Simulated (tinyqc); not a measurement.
Hueckel theory of the pi electrons, for the molecule Oc1ccc2[nH]ccc2c1 (SMILES; centres numbered as the heavy atoms are written), step by step. One step of it, computed by the program tinyqc.

Task: Orbitals. Diagonalise; E = alpha + x beta with beta < 0, so the largest x are filled first; degenerate levels share their electrons. P = sum n_i c_ri c_si; each orbital has its largest coefficient positive (the first on a tie).

Hueckel matrix in units of beta (H = alpha + beta A):
```
           1O        2C        3C        4C        5C        6N        7C        8C
1O   1.890000  0.710000  0.000000  0.000000  0.000000  0.000000  0.000000  0.000000
2C   0.710000  0.000000  1.000000  0.000000  0.000000  0.000000  0.000000  0.000000
3C   0.000000  1.000000  0.000000  1.000000  0.000000  0.000000  0.000000  0.000000
4C   0.000000  0.000000  1.000000  0.000000  1.000000  0.000000  0.000000  0.000000
5C   0.000000  0.000000  0.000000  1.000000  0.000000  0.700000  0.000000  0.000000
6N   0.000000  0.000000  0.000000  0.000000  0.700000  1.500000  0.700000  0.000000
7C   0.000000  0.000000  0.000000  0.000000  0.000000  0.700000  0.000000  1.000000
8C   0.000000  0.000000  0.000000  0.000000  0.000000  0.000000  1.000000  0.000000
9C   0.000000  0.000000  0.000000  0.000000  1.000000  0.000000  0.000000  1.000000
10C  0.000000  1.000000  0.000000  0.000000  0.000000  0.000000  0.000000  0.000000

           9C       10C
1O   0.000000  0.000000
2C   0.000000  1.000000
3C   0.000000  0.000000
4C   0.000000  0.000000
5C   1.000000  0.000000
6N   0.000000  0.000000
7C   0.000000  0.000000
8C   1.000000  0.000000
9C   0.000000  1.000000
10C  1.000000  0.000000
```

pi electrons, sum of z_r less the charge = 12

Give: x values; occupations; coefficients; charge and bond-order matrix P.

Result:

x values: [2.456, 2.206, 1.589, 1.316, 0.751, 0.613, -0.802, -1.123, -1.458, -2.160]

occupations: [2.000, 2.000, 2.000, 2.000, 2.000, 2.000, 0.000, 0.000, 0.000, 0.000]

coefficients:
```
       MO1     MO2     MO3     MO4     MO5     MO6     MO7     MO8
1O   0.406   0.711   0.442   0.125  -0.307   0.011   0.008  -0.125
2C   0.324   0.316  -0.187  -0.101   0.492  -0.019  -0.030   0.529
3C   0.231   0.118  -0.273  -0.436   0.226   0.373  -0.403  -0.131
4C   0.242  -0.055  -0.248  -0.472  -0.323   0.248   0.353  -0.382
5C   0.365  -0.240  -0.120  -0.186  -0.468  -0.221   0.120   0.560
6N   0.425  -0.460   0.580  -0.221   0.273  -0.232  -0.202  -0.197
7C   0.216  -0.223   0.194   0.244   0.176   0.514   0.545   0.180
8C   0.233  -0.171  -0.098   0.476  -0.059   0.478  -0.295  -0.064
9C   0.356  -0.153  -0.349   0.382  -0.220  -0.221  -0.308  -0.108
10C  0.277   0.074  -0.337   0.213   0.362  -0.393   0.422  -0.375

        MO9    MO10
1O   -0.069  -0.061
2C    0.324   0.348
3C   -0.446  -0.315
4C    0.326   0.333
5C   -0.029  -0.404
6N    0.104   0.056
7C   -0.411   0.114
8C    0.526  -0.284
9C   -0.356   0.501
10C   0.022  -0.393
```

charge and bond-order matrix P:
```
         1O      2C      3C      4C      5C      6N      7C      8C
1O    1.952   0.219  -0.126  -0.016   0.085  -0.025  -0.006   0.026
2C    0.219   0.986   0.623  -0.017  -0.286   0.091   0.030  -0.094
3C   -0.126   0.623   1.044   0.685  -0.037  -0.087   0.191   0.036
4C   -0.016  -0.017   0.685   1.024   0.631  -0.113  -0.055   0.006
5C    0.085  -0.286  -0.037   0.631   1.016   0.321  -0.264  -0.057
6N   -0.025   0.091  -0.087  -0.113   0.321   1.812   0.364  -0.222
7C   -0.006   0.030   0.191  -0.055  -0.264   0.364   0.978   0.842
8C    0.026  -0.094   0.036   0.006  -0.057  -0.222   0.842   1.102
9C   -0.010  -0.021  -0.279   0.034   0.579  -0.149  -0.032   0.464
10C  -0.145   0.681   0.014  -0.337   0.002   0.062  -0.217  -0.046

         9C     10C
1O   -0.010  -0.145
2C   -0.021   0.681
3C   -0.279   0.014
4C    0.034  -0.337
5C    0.579   0.002
6N   -0.149   0.062
7C   -0.032  -0.217
8C    0.464  -0.046
9C    1.032   0.588
10C   0.588   1.054
```
